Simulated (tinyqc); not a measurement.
Hopping conduction between localised states. From activated part back to activation energy E_a to extended states. Computed by tinyqc, a small Python program. Command: `OMP_NUM_THREADS=1 python tinyqc.py 3017092 3017093 out.jsonl hop inv`. One thread of a shared host (Intel(R) Xeon(R) Processor @ 2.30GHz), about 0.01 s of CPU time with the checks.

Energies are counted from the Fermi level. A small network shows the mechanism; the laws of an infinite system follow.

Inputs (values chosen for the exercise, for a model defective oxide): localisation length xi = 0.83 nm; density of states g_0 = 2e+13 1/(eV cm^2); permittivity eps = 8.8; prefactor of activated conduction = 33 microsiemens; prefactor of hopping = 8.1 microsiemens; temperature T = 91 K.

Dimension: 2D.

Constants: k_B = 8.617333262e-05 eV/K; e^2/(4 pi eps_0) = 14.39964548 eV angstrom.

Method. Mott: T_M = 13.8/(k_B g_0 xi^2), exponent (T_M/T)^(1/3), mean hop r = (1/3) xi times the exponent. Efros-Shklovskii: T_ES = 6.5 e^2/(4 pi eps eps_0 k_B xi), exponent (T_ES/T)^(1/2). Coulomb gap width g_0 (e^2/(4 pi eps eps_0))^2. The numerical coefficients come from percolation theory and are given. sigma = s_1 exp(-E_a/k_B T) + s_2 exp(-larger of the two exponents); reduced activation energy w = d ln(sigma)/d ln(T) by a central difference of +/- 1 %.

Problem. A run gave the result below. Find the activation energy E_a to extended states, known to lie between 0.12 and 0.21 eV.

activated part = 1.395496e-07 microsiemens

Solution.

Each step takes the trial c = (a f_b - b f_a)/(f_b - f_a), f being the result less the target and a, b, c the logarithms of the listed values; c replaces end b, the old b replaces a if the sign of f changed, and otherwise f_a is halved.

Scan of the range:
```
activation energy E_a to extended states (eV)  activated part (microsiemens)
0.120                                                            7.45852e-06
0.132                                                            1.61461e-06
0.145                                                            3.07679e-07
0.159                                                            5.16116e-08
0.174                                                            7.62105e-09
0.191                                                            8.72003e-10
0.210                                                            7.73137e-11
```

False position (Illinois rule, in the logarithm of the input) inside the bracket:
```
step     end a     end b     trial  activated part (microsiemens)
1     0.145000  0.159000  0.154046                    9.70757e-08
2     0.145000  0.154046  0.150948                    1.44100e-07
3     0.154046  0.150948  0.151245                    1.38744e-07
4     0.150948  0.151245  0.151201                    1.39537e-07
5     0.150948  0.151201  0.151199                    1.39561e-07
6     0.151201  0.151199  0.151200                    1.39550e-07
7     0.151199  0.151200  0.151200                    1.39550e-07
```

Activated part falls at every point of a 13-point scan of the range (every second point is shown), so one value fits; it is bracketed by 0.145 and 0.159. Answer: activation energy E_a to extended states = 0.1512 eV.
